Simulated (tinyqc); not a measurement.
Worked calculation (part 2 of 2): RHF in the sto-3g basis, for H6, spin multiplicity 1. Computed by tinyqc, a small Python program that keeps every step (integrals from PySCF). Command: `OMP_NUM_THREADS=1 python tinyqc.py 21726 21727 out.jsonl` (the two numbers bound the seeds that draw the settings). One thread of a shared host (Intel(R) Xeon(R) Processor @ 2.60GHz), about 0.05 s of CPU time with the checks.

Geometry (angstrom):
```
atom       x       y       z
H     0.0000  0.0000  0.0000
H     0.0000  0.0000  0.7530
H     0.0000  0.0000  2.6300
H     0.0000  0.0000  3.3830
H     0.0000  0.0000  5.2600
H     0.0000  0.0000  6.0120
```

## Iteration 4: building the Fock matrix

D after iteration 3, order 1H 1s, 2H 1s, 3H 1s, 4H 1s, 5H 1s, 6H 1s:
$$\begin{pmatrix}
0.8121 & 0.5744 & -0.0962 & -0.1590 & -0.0170 & 0.0718 \\
0.5744 & 0.4481 & 0.0859 & 0.0355 & -0.0248 & -0.0172 \\
-0.0962 & 0.0859 & 0.5923 & 0.5864 & 0.0350 & -0.1589 \\
-0.1590 & 0.0355 & 0.5864 & 0.5914 & 0.0856 & -0.0955 \\
-0.0170 & -0.0248 & 0.0350 & 0.0856 & 0.4483 & 0.5744 \\
0.0718 & -0.0172 & -0.1589 & -0.0955 & 0.5744 & 0.8111
\end{pmatrix}$$

core Hamiltonian H = T + V (hartree), order 1H 1s, 2H 1s, 3H 1s, 4H 1s, 5H 1s, 6H 1s:
$$\begin{pmatrix}
-1.6588 & -1.3448 & -0.0880 & -0.0194 & -0.0002 & 0.0000 \\
-1.3448 & -1.8136 & -0.3099 & -0.0902 & -0.0013 & -0.0002 \\
-0.0880 & -0.3099 & -1.9532 & -1.4818 & -0.0902 & -0.0194 \\
-0.0194 & -0.0902 & -1.4818 & -1.9532 & -0.3099 & -0.0882 \\
-0.0002 & -0.0013 & -0.0902 & -0.3099 & -1.8142 & -1.3465 \\
0.0000 & -0.0002 & -0.0194 & -0.0882 & -1.3465 & -1.6596
\end{pmatrix}$$

nuclear repulsion = 4.197524 hartree

Given earlier and not repeated: Two-electron integrals (ij|kl) in chemists' order.

J_ij = sum D_kl (ij|kl), K_ij = sum D_kl (ik|jl); F = H + J - 0.5 K; E = tr D H + tr D J / 2 - 0.25 tr D K + E_nn.

Coulomb J (hartree), order 1H 1s, 2H 1s, 3H 1s, 4H 1s, 5H 1s, 6H 1s:
$$\begin{pmatrix}
1.9253 & 1.2792 & 0.0696 & 0.0140 & 0.0001 & 0.0000 \\
1.2792 & 1.9999 & 0.2666 & 0.0714 & 0.0008 & 0.0001 \\
0.0696 & 0.2666 & 2.1362 & 1.3886 & 0.0714 & 0.0141 \\
0.0140 & 0.0714 & 1.3886 & 2.1361 & 0.2666 & 0.0697 \\
0.0001 & 0.0008 & 0.0714 & 0.2666 & 2.0003 & 1.2807 \\
0.0000 & 0.0001 & 0.0141 & 0.0697 & 1.2807 & 1.9254
\end{pmatrix}$$

exchange K (hartree), order 1H 1s, 2H 1s, 3H 1s, 4H 1s, 5H 1s, 6H 1s:
$$\begin{pmatrix}
1.2598 & 1.0418 & 0.0584 & 0.0016 & -0.0016 & 0.0022 \\
1.0418 & 1.0977 & 0.1579 & 0.0740 & 0.0003 & -0.0016 \\
0.0584 & 0.1579 & 1.1627 & 1.0301 & 0.0739 & 0.0016 \\
0.0016 & 0.0740 & 1.0301 & 1.1622 & 0.1578 & 0.0586 \\
-0.0016 & 0.0003 & 0.0739 & 0.1578 & 1.0987 & 1.0427 \\
0.0022 & -0.0016 & 0.0016 & 0.0586 & 1.0427 & 1.2600
\end{pmatrix}$$

Fock matrix F (hartree), order 1H 1s, 2H 1s, 3H 1s, 4H 1s, 5H 1s, 6H 1s:
$$\begin{pmatrix}
-0.3635 & -0.5866 & -0.0477 & -0.0061 & 0.0007 & -0.0011 \\
-0.5866 & -0.3625 & -0.1222 & -0.0558 & -0.0006 & 0.0007 \\
-0.0477 & -0.1222 & -0.3983 & -0.6082 & -0.0558 & -0.0062 \\
-0.0061 & -0.0558 & -0.6082 & -0.3983 & -0.1222 & -0.0478 \\
0.0007 & -0.0006 & -0.0558 & -0.1222 & -0.3633 & -0.5872 \\
-0.0011 & 0.0007 & -0.0062 & -0.0478 & -0.5872 & -0.3642
\end{pmatrix}$$

total energy of this density = -3.307708 hartree

## Iteration 4: DIIS over 4 matrices

error matrix X^T (FDS - SDF) X:
$$\begin{pmatrix}
0.0000 & 0.1508 & -0.0690 & -0.0566 & 0.0271 & 0.0001 \\
-0.1508 & 0.0000 & 0.0441 & 0.0665 & -0.0001 & -0.0271 \\
0.0690 & -0.0441 & 0.0000 & 0.0003 & -0.0664 & 0.0561 \\
0.0566 & -0.0665 & -0.0003 & 0.0000 & -0.0437 & 0.0689 \\
-0.0271 & 0.0001 & 0.0664 & 0.0437 & 0.0000 & -0.1504 \\
-0.0001 & 0.0271 & -0.0561 & -0.0689 & 0.1504 & 0.0000
\end{pmatrix}$$

B (overlaps of the stored error matrices):
$$\begin{pmatrix}
8.3150589e-02 & 1.1322466e-01 & 1.9905706e-01 & 1.0608856e-01 \\
1.1322466e-01 & 1.9251954e-01 & 3.3349610e-01 & 1.5729198e-01 \\
1.9905706e-01 & 3.3349610e-01 & 7.2594213e-01 & 2.4436850e-01 \\
1.0608856e-01 & 1.5729198e-01 & 2.4436850e-01 & 1.5075262e-01
\end{pmatrix}$$

Minimise |sum c_i e_i|^2 with sum c_i = 1: solve [B -1; -1 0][c; lambda] = [0; -1] with B_ij = tr e_i^T e_j, and take F = sum c_i F_i.

DIIS coefficients: [2.0124, 1.0724, -0.4662, -1.6186]

extrapolated F (hartree), order 1H 1s, 2H 1s, 3H 1s, 4H 1s, 5H 1s, 6H 1s:
$$\begin{pmatrix}
0.1303 & 0.1445 & 0.0107 & -0.0163 & -0.0027 & -0.0024 \\
0.1445 & 0.1672 & -0.0144 & 0.0032 & 0.0002 & -0.0027 \\
0.0107 & -0.0144 & 0.1502 & 0.1497 & 0.0032 & -0.0163 \\
-0.0163 & 0.0032 & 0.1497 & 0.1502 & -0.0144 & 0.0107 \\
-0.0027 & 0.0002 & 0.0032 & -0.0144 & 0.1676 & 0.1447 \\
-0.0024 & -0.0027 & -0.0163 & 0.0107 & 0.1447 & 0.1307
\end{pmatrix}$$

## Iteration 4: diagonalisation and new density

X, order 1H 1s, 2H 1s, 3H 1s, 4H 1s, 5H 1s, 6H 1s:
$$\begin{pmatrix}
1.2381 & -0.4632 & 0.0335 & -0.0119 & 0.0007 & -0.0003 \\
-0.4632 & 1.2510 & -0.1105 & 0.0338 & -0.0019 & 0.0007 \\
0.0335 & -0.1105 & 1.2533 & -0.4688 & 0.0338 & -0.0119 \\
-0.0119 & 0.0338 & -0.4688 & 1.2533 & -0.1105 & 0.0336 \\
0.0007 & -0.0019 & 0.0338 & -0.1105 & 1.2518 & -0.4641 \\
-0.0003 & 0.0007 & -0.0119 & 0.0336 & -0.4641 & 1.2389
\end{pmatrix}$$

Diagonalise F' = X^T F X, C = X C', fill 3 alpha and 3 beta electrons from the bottom; D = 2 C_occ C_occ^T. Each column has its largest component positive (the first on a tie).

F' = X^T F X (hartree):
$$\begin{pmatrix}
0.0717 & 0.0791 & 0.0297 & -0.0314 & -0.0001 & -0.0023 \\
0.0791 & 0.1290 & -0.0552 & 0.0197 & -0.0007 & -0.0001 \\
0.0297 & -0.0552 & 0.1013 & 0.0850 & 0.0197 & -0.0314 \\
-0.0314 & 0.0197 & 0.0850 & 0.1014 & -0.0553 & 0.0297 \\
-0.0001 & -0.0007 & 0.0197 & -0.0553 & 0.1295 & 0.0789 \\
-0.0023 & -0.0001 & -0.0314 & 0.0297 & 0.0789 & 0.0722
\end{pmatrix}$$

orbital energies (hartree): MO1 -0.0772, MO2 0.0128, MO3 0.1064, MO4 0.1557, MO5 0.1913, MO6 0.2160

coefficients C, order 1H 1s, 2H 1s, 3H 1s, 4H 1s, 5H 1s, 6H 1s:
$$\begin{pmatrix}
0.5927 & 0.8939 & 0.7121 & 0.2611 & 0.1275 & 0.0825 \\
-0.5101 & -0.7725 & -0.5026 & 0.2922 & 0.6262 & 0.4541 \\
-0.8050 & -0.0135 & 0.8635 & 0.3490 & -0.3212 & -0.4317 \\
0.8050 & -0.0221 & -0.8628 & 0.3512 & 0.3150 & -0.4355 \\
0.5068 & -0.7724 & 0.5073 & 0.2891 & -0.6232 & 0.4615 \\
-0.5891 & 0.8937 & -0.7173 & 0.2612 & -0.1266 & 0.0830
\end{pmatrix}$$

D after iteration 4, order 1H 1s, 2H 1s, 3H 1s, 4H 1s, 5H 1s, 6H 1s:
$$\begin{pmatrix}
3.3151 & -2.7015 & 0.2515 & -0.3141 & -0.0576 & -0.1221 \\
-2.7015 & 2.2188 & -0.0259 & 0.0802 & 0.1664 & -0.0588 \\
0.2515 & -0.0259 & 2.7877 & -2.7855 & 0.0811 & -0.3144 \\
-0.3141 & 0.0802 & -2.7855 & 2.7859 & -0.0253 & 0.2498 \\
-0.0576 & 0.1664 & 0.0811 & -0.0253 & 2.2218 & -2.7056 \\
-0.1221 & -0.0588 & -0.3144 & 0.2498 & -2.7056 & 3.3205
\end{pmatrix}$$

## Iteration 10 (converged): orbitals

converged F (hartree), order 1H 1s, 2H 1s, 3H 1s, 4H 1s, 5H 1s, 6H 1s:
$$\begin{pmatrix}
-0.3603 & -0.5900 & -0.0488 & -0.0078 & 0.0001 & -0.0003 \\
-0.5900 & -0.3675 & -0.1116 & -0.0487 & -0.0012 & 0.0001 \\
-0.0488 & -0.1116 & -0.3687 & -0.5918 & -0.0487 & -0.0079 \\
-0.0078 & -0.0487 & -0.5918 & -0.3687 & -0.1116 & -0.0488 \\
0.0001 & -0.0012 & -0.0487 & -0.1116 & -0.3681 & -0.5905 \\
-0.0003 & 0.0001 & -0.0079 & -0.0488 & -0.5905 & -0.3608
\end{pmatrix}$$

As before.

F' = X^T F X (hartree):
$$\begin{pmatrix}
0.0448 & -0.6227 & 0.0401 & -0.0138 & 0.0014 & -0.0010 \\
-0.6227 & 0.0528 & -0.1182 & 0.0406 & -0.0027 & 0.0014 \\
0.0401 & -0.1182 & 0.0558 & -0.6299 & 0.0406 & -0.0138 \\
-0.0138 & 0.0406 & -0.6299 & 0.0558 & -0.1182 & 0.0401 \\
0.0014 & -0.0027 & 0.0406 & -0.1182 & 0.0531 & -0.6234 \\
-0.0010 & 0.0014 & -0.0138 & 0.0401 & -0.6234 & 0.0451
\end{pmatrix}$$

orbital energies (hartree): MO1 -0.6126, MO2 -0.5780, MO3 -0.5405, MO4 0.5321, MO5 0.6730, MO6 0.8333

coefficients C, order 1H 1s, 2H 1s, 3H 1s, 4H 1s, 5H 1s, 6H 1s:
$$\begin{pmatrix}
0.2422 & -0.3854 & -0.3096 & 0.6131 & -0.8479 & -0.5924 \\
0.2637 & -0.3905 & -0.2870 & -0.5367 & 0.8595 & 0.6796 \\
0.3812 & -0.0253 & 0.3984 & -0.7712 & -0.0860 & -0.9478 \\
0.3813 & 0.0190 & 0.3986 & 0.7716 & -0.0777 & 0.9482 \\
0.2668 & 0.3906 & -0.2838 & 0.5330 & 0.8596 & -0.6844 \\
0.2453 & 0.3859 & -0.3065 & -0.6095 & -0.8488 & 0.5971
\end{pmatrix}$$

D after iteration 10, order 1H 1s, 2H 1s, 3H 1s, 4H 1s, 5H 1s, 6H 1s:
$$\begin{pmatrix}
0.6062 & 0.6065 & -0.0426 & -0.0768 & 0.0039 & 0.0111 \\
0.6065 & 0.6088 & -0.0079 & -0.0425 & -0.0014 & 0.0039 \\
-0.0426 & -0.0079 & 0.6094 & 0.6074 & -0.0425 & -0.0767 \\
-0.0768 & -0.0425 & 0.6074 & 0.6094 & -0.0080 & -0.0426 \\
0.0039 & -0.0014 & -0.0425 & -0.0080 & 0.6085 & 0.6062 \\
0.0111 & 0.0039 & -0.0767 & -0.0426 & 0.6062 & 0.6059
\end{pmatrix}$$

## Convergence

Stop when the energy changes by less than 1e-08 hartree and every element of the error matrix X^T (F D S - S D F) X is below 3e-05.

Course of the cycle:
```
iteration  E (hartree)     change  largest element of the error matrix
1             1.420440          -                             1.27e-01
2            -3.296993  -4.72e+00                             1.30e-01
3             1.137229   4.43e+00                             2.57e-01
4            -3.307708  -4.44e+00                             1.51e-01
5             1.154340   4.46e+00                             2.34e-01
6            -3.341901  -4.50e+00                             1.52e-02
7            -3.342372  -4.70e-04                             3.84e-03
8            -3.342404  -3.18e-05                             4.02e-04
9            -3.342404  -3.51e-07                             1.28e-05
10           -3.342404  -4.56e-10                             7.41e-08
```

PySCF RHF in the same basis = -3.342404 hartree

Converged in 10 iterations.

## Populations, bond orders and dipole

overlap S, order 1H 1s, 2H 1s, 3H 1s, 4H 1s, 5H 1s, 6H 1s:
$$\begin{pmatrix}
1.0000 & 0.6514 & 0.0386 & 0.0079 & 0.0000 & 0.0000 \\
0.6514 & 1.0000 & 0.1454 & 0.0386 & 0.0005 & 0.0000 \\
0.0386 & 0.1454 & 1.0000 & 0.6514 & 0.0386 & 0.0079 \\
0.0079 & 0.0386 & 0.6514 & 1.0000 & 0.1454 & 0.0387 \\
0.0000 & 0.0005 & 0.0386 & 0.1454 & 1.0000 & 0.6520 \\
0.0000 & 0.0000 & 0.0079 & 0.0387 & 0.6520 & 1.0000
\end{pmatrix}$$

Mulliken: Z minus the diagonal of D S on the atom; Loewdin: the same with S^(1/2) D S^(1/2); Mayer order: 2 sum_s sum (D(s) S)_ij (D(s) S)_ji over the two atoms.

Charges (e):
```
atom   Mulliken    Loewdin
1H       0.0010    -0.0010
2H      -0.0010     0.0010
3H    -1.17e-05  -7.10e-06
4H     1.79e-06   1.67e-06
5H      -0.0010     0.0010
6H       0.0010    -0.0010
```

Mayer bond orders:
```
pair      order
2-1      0.9945
3-1   -3.74e-04
3-2      0.0058
4-1      0.0057
4-2   -3.76e-04
4-3      0.9892
5-1   -1.82e-06
5-2    2.48e-05
5-3   -3.76e-04
5-4      0.0058
6-1    1.08e-04
6-2   -1.82e-06
6-3      0.0057
6-4   -3.74e-04
6-5      0.9945
```

dipole moment about the origin, x y z (debye): [0.0000, 0.0000, 0.0000]
